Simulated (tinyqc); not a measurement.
Worked calculation: optical gain and spontaneous emission in a bulk direct-gap semiconductor. Values are carried at full precision from step to step, so a last printed digit may differ when a step is redone from the rounded ones.

F_j(eta) = (1/Gamma(j + 1)) integral_0^infinity x^j dx/(1 + exp(x - eta)), which tends to exp(eta) for eta << 0.

Quasi-Fermi levels: n = Nc F_1/2(Fc/kT) and p = Nv F_1/2(Fv/kT), Fc counted up from the conduction edge and Fv down from the valence edge; Nc, Nv from N = 2 (m kB T/(4 pi c))^(3/2) with c = hbar^2/2m0, in 1/angstrom^3; times 1e24 for 1/cm^3, with me and (mhh^(3/2) + mlh^(3/2))^(2/3).

Constants: hbar^2/2m0 = 3.80998211 eV angstrom^2; kB = 8.617333262e-05 eV/K; fine-structure constant alpha = 0.007297352564; hbar = 6.58211957e-16 eV s; hbar c = 1973.269805 eV angstrom.

Values chosen for the exercise (near those of GaAs; not measured data): me = 0.065 m0 (electron mass); mhh = 0.49 m0 (heavy-hole mass); mlh = 0.0836 m0 (light-hole mass); n = 3.3e+18 1/cm^3 (injected density, n = p); T = 300 K; Eg = 1.395 eV (direct gap); Ep = 26.4 eV (Kane energy); nr = 3.62 (refractive index); E = 1.475 eV (photon energy).

## Quasi-Fermi levels

Solve for Fc and Fv.

kT = 0.025852 eV
Nc = 4.159e+17 1/cm^3
Nv = 9.214e+18 1/cm^3
Fc = 0.1196 eV
Fv = -0.0233 eV
Fc + Fv = 0.0963 eV

The separation of the quasi-Fermi levels exceeds the gap, so photons between Eg and Eg + (Fc + Fv) see gain. The quasi-Fermi level of the electrons lies inside the band, that of the holes in the gap.

## Absorption of the empty crystal

Parabolic bands, vertical transitions, no excitons. For each hole band j: mr = me mj/(me + mj); joint density of states J_j(E) = (mr/c)^(3/2) sqrt(E - Eg)/(2 pi^2), both spins, c = hbar^2/2m0; averaged matrix element |e.p|^2 = m0 Ep/6; alpha_j(E) = 4 pi^2 alpha_f c Ep J_j/(3 nr E) in 1/angstrom (alpha_f the fine-structure constant, listed as alpha among the constants), times 1e8 for 1/cm.

Evaluate at E for heavy and light holes.

mr, J and alpha of each hole band:
```
hole   mr (m0)  J (1/(eV angstrom^3))  alpha (1/cm)
heavy  0.05739              2.649e-05        4791.7
light  0.03657              1.347e-05        2437.3
```

The heavy-hole band gives 66 % of the total, 7229 1/cm.

## Occupations and gain at E

For band j the electron sits at Ee = (E - Eg) mr/me above its edge and the hole at Eh = (E - Eg) mr/mj; fe = 1/(1 + exp((Ee - Fc)/kT)), fh = 1/(1 + exp((Eh - Fv)/kT)); gain g = sum_j alpha_j (fe + fh - 1).

Use mr and alpha from the table.

Energies, occupations and gain of each hole band:
```
hole   Ee (eV)  Eh (eV)     fe     fh  g (1/cm)
heavy   0.0706   0.0094  0.869  0.220       429
light   0.0450   0.0350  0.947  0.095       102
```

total gain = 531 1/cm

E - Eg = 0.0800 eV is below Fc + Fv = 0.0963 eV, so both bands give gain (Bernard-Duraffourg).

## Spontaneous emission

Spontaneous rate: R = integral of (nr E/(hbar c))^2/(pi^2 hbar) sum_j alpha_j fe fh dE, with alpha in 1/cm and (nr E/(hbar c))^2 in 1/cm^2 (1e16 per 1/angstrom^2); B = R/(n p); lifetime n/R.

Integrate over photon energy.

R = 1.80e+27 1/(cm^3 s)
B = 1.65e-10 cm^3/s
radiative lifetime = 1.83 ns

## Checks

- B at n = 1e13 1/cm^3 against the van Roosbroeck-Shockley value from alpha and ni^2 (cm^3/s): both 2.69e-10.

Program tinyqc; command `OMP_NUM_THREADS=1 python tinyqc.py 1680922 1680923 out.jsonl`; about 0.08 s on one thread of a shared Intel(R) Xeon(R) Processor @ 2.30GHz.
